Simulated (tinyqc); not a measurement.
Worked calculation (part 2 of 2): CIS and TDHF on RHF in the sto-3g basis, frozen core, for BeH2, spin multiplicity 1. Computed by tinyqc, a small Python program that keeps every step (integrals from PySCF). Command: `OMP_NUM_THREADS=1 python tinyqc.py 23938 23939 out.jsonl` (the two numbers bound the seeds that draw the settings). One thread of a shared host (Intel(R) Xeon(R) Processor @ 2.60GHz), about 0.06 s of CPU time with the checks.

Geometry (angstrom):
```
atom         x          y         z
Be    0.000000   0.000000  0.000000
H     0.000000   1.439000  0.000000
H     0.000000  -1.439000  0.000000
```

## TDHF (RPA) triplet states

CIS matrix A, triplet (hartree):
```
          2>4       2>5        2>6        2>7       3>4       3>5        3>6        3>7
2>4  0.290877  0.000000   0.000000   0.000000  0.000000  0.000000   0.000000   0.000000
2>5  0.000000  0.290877   0.000000   0.000000  0.000000  0.000000   0.000000   0.000000
2>6  0.000000  0.000000   0.463368   0.000000  0.000000  0.000000   0.000000  -0.141503
2>7  0.000000  0.000000   0.000000   0.844938  0.000000  0.000000  -0.141503   0.000000
3>4  0.000000  0.000000   0.000000   0.000000  0.266663  0.000000   0.000000   0.000000
3>5  0.000000  0.000000   0.000000   0.000000  0.000000  0.266663   0.000000   0.000000
3>6  0.000000  0.000000   0.000000  -0.141503  0.000000  0.000000   0.413036   0.000000
3>7  0.000000  0.000000  -0.141503   0.000000  0.000000  0.000000   0.000000   0.788038
```

Two-electron integrals over orbitals (pq|rs), unique and non-zero (hartree); the lowest 1 orbital is frozen and left out:
```
(22|22) 0.386761    (32|32) 0.162000    (33|22) 0.399550    (33|33) 0.422852
(42|42) 0.048328    (43|43) 0.013599    (44|22) 0.361573    (44|33) 0.346546
(44|44) 0.449859    (52|52) 0.048328    (53|53) 0.013599    (54|54) 0.024249
(55|22) 0.361573    (55|33) 0.346546    (55|44) 0.401360    (55|55) 0.449859
(62|22) -0.019681   (62|33) -0.043955   (62|44) 0.059786    (62|55) 0.059786
(62|62) 0.080183    (63|32) -0.093117   (63|63) 0.084756    (64|42) 0.047051
(64|64) 0.050288    (65|52) 0.047051    (65|65) 0.050288    (66|22) 0.387072
(66|33) 0.398164    (66|44) 0.360627    (66|55) 0.360627    (66|62) -0.031000
(66|66) 0.403041    (72|32) -0.041689   (72|63) 0.061756    (72|72) 0.056868
(73|22) -0.002291   (73|33) -0.018808   (73|44) 0.064833    (73|55) 0.064833
(73|62) 0.075706    (73|66) -0.023007   (73|73) 0.084662    (74|43) 0.013551
(74|74) 0.016775    (75|53) 0.013551    (75|75) 0.016775    (76|32) 0.141503
(76|63) -0.093256   (76|72) -0.051642   (76|76) 0.138776    (77|22) 0.414754
(77|33) 0.432413    (77|44) 0.384773    (77|55) 0.384773    (77|62) -0.027714
(77|66) 0.423868    (77|73) -0.003463   (77|77) 0.472253
```

B(ia,jb) = - (ib|ja); the squared energies are the eigenvalues of (A - B)(A + B); 1 hartree = 27.211386 eV.

TDHF matrix B, triplet (hartree):
```
           2>4        2>5        2>6        2>7        3>4        3>5        3>6        3>7
2>4  -0.048328   0.000000   0.000000   0.000000   0.000000   0.000000   0.000000   0.000000
2>5   0.000000  -0.048328   0.000000   0.000000   0.000000   0.000000   0.000000   0.000000
2>6   0.000000   0.000000  -0.080183   0.000000   0.000000   0.000000   0.000000  -0.061756
2>7   0.000000   0.000000   0.000000  -0.056868   0.000000   0.000000  -0.075706   0.000000
3>4   0.000000   0.000000   0.000000   0.000000  -0.013599   0.000000   0.000000   0.000000
3>5   0.000000   0.000000   0.000000   0.000000   0.000000  -0.013599   0.000000   0.000000
3>6   0.000000   0.000000   0.000000  -0.075706   0.000000   0.000000  -0.084756   0.000000
3>7   0.000000   0.000000  -0.061756   0.000000   0.000000   0.000000   0.000000  -0.084662
```

squared energies w^2 (hartree^2): 0.070924  0.070924  0.082274  0.082274  0.120180  0.152029  0.702507  0.782505

TDHF energies from the positive w^2 (eV): 7.246829  7.246829  7.805155  7.805155  9.433365  10.609951  22.807407  24.071000
